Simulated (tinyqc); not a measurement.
## Cell and bit-line capacitance from two signals

Question. In a DRAM a freshly written one gives the bit-line signal (Vd/2) Cs/(Cs + Cb). Find Cs and Cb.

Inputs (values chosen for the exercise): array voltage Vd = 1.5 V.

signal of a fresh one without and with 10 fF added to the bit line (mV): [199.46809, 180.28846]

Answer. (Vd/2)/signal = 1 + Cb/Cs, and the added capacitance raises it by its ratio to Cs.

Cs = 25.0 fF
Cb = 69.0 fF

Program tinyqc, `OMP_NUM_THREADS=1 python tinyqc.py 2130102 2130103 out.jsonl`; Intel Xeon 2.30GHz, shared host, one thread, about 0.01 s.
